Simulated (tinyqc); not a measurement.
One level coupled to a phonon between two leads, self-consistent Born approximation: one step of the calculation.

Wide-band leads with mu_L = +V/2 and mu_R = -V/2; phonons in equilibrium, Nq = 1/(exp(w0/kB T) - 1). Scattering links only energies that differ by w0, so a ladder E_k = E1 + k w0 closes on itself; terms that reach past its ends are dropped. Gn and Gp are the electron and hole parts of the spectral function A = Gn + Gp.

Task. Scattering functions. Sin(E) = M^2 [(Nq + 1) Gn(E + w0) + Nq Gn(E - w0)], Sout(E) = M^2 [(Nq + 1) Gp(E - w0) + Nq Gp(E + w0)]. Nq = 1/(exp(w0/kB T) - 1).

Values chosen for this exercise:
```
symbol  value  unit                           meaning
T         300     K  temperature of leads and phonons
w0         25   meV                     phonon energy
M         4.3   meV    electron-phonon matrix element
```

Constants: q = 1.602176634e-19 C, kB = 1.380649e-23 J/K, Vt = kB T/q. Results are converted to the units shown.

Gn after iteration 1, rung 0 to 5 (1/meV): [0.0021396288, 0.0034459620, 0.0073826840, 0.029059291, 0.012118795, 0.0010777276]
Gp after iteration 1, rung 0 to 5 (1/meV): [4.7916336e-4, 0.0017444800, 0.0076378132, 0.061699982, 0.057141559, 0.011943230]

Give: Sin; Sout.

Result.

Sin, rung 0 to 5 (meV): [0.1028, 0.2445, 0.9060, 0.4453, 0.3618, 0.1375]
Sout, rung 0 to 5 (meV): [0.01979, 0.1009, 0.7519, 0.8760, 1.976, 1.705]

Range of the model: The self-consistent Born approximation keeps only non-crossing phonon lines and no Hartree shift; it is rough once the coupling nears the phonon energy.

Program tinyqc, `OMP_NUM_THREADS=1 python tinyqc.py 2720019 2720020 out.jsonl`; Intel Xeon 2.30GHz, shared host, one thread, about 0.05 s.
